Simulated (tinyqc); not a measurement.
Moment against temperature: Stoner model of a band ferromagnet.

Density of states per atom and spin: flat with a rise to the top, D(e) = (M/W) [1 - sp + 4 sp (e/W + 1/2)^3]. Levels e -/+ I m/2 for up and down spin, m = n_up - n_down, n_up + n_down = nd. At zero temperature e(N) is the energy below which N states lie, and E(m) = sum over spins of integral e D de - I m^2/4.

Constants: kB = 8.617333262e-05 eV/K.

Values chosen for the exercise:
- W = 6.3 eV (band width, e from -W/2 to W/2)
- M = 5 (states per atom and spin)
- nd = 6.91 (electrons per atom)
- sp = 0.52 (shape parameter)
- I = 1.19 eV (Stoner parameter)

Fermi-Dirac occupations on 600 equal energy intervals; m is iterated from saturation until it changes by less than 1e-7 or for 400 rounds; the paramagnet is unstable while I times the mean of D weighted by -df/de exceeds 1.

Results:
```
T/Tc  T (K)  m (muB)  I D(T) of the paramagnet
0.10   1070    3.090                     1.687
0.30   3211    3.080                     1.607
0.50   5352    2.959                     1.411
0.65   6958    2.703                     1.266
0.80   8564    2.212                     1.139
0.90   9634    1.641                     1.066
0.95  10169    1.187                     1.032
1.10  11775    0.000                     0.941
```

Tc (from I D(T) = 1) = 1.07e+04 K

What does the comparison show?

kB Tc = 0.922 eV, 0.25 of the exchange splitting at zero temperature. m keeps 0.96 of its first value at half Tc and 0.53 at 0.9 Tc. The model knows only Stoner excitations; spin waves and local moments bring the ordering temperature below the Stoner value.

tinyqc: `OMP_NUM_THREADS=1 python tinyqc.py 1682466 1682467 out.jsonl`; about 0.3 s, one thread, shared Intel(R) Xeon(R) Processor @ 2.30GHz.
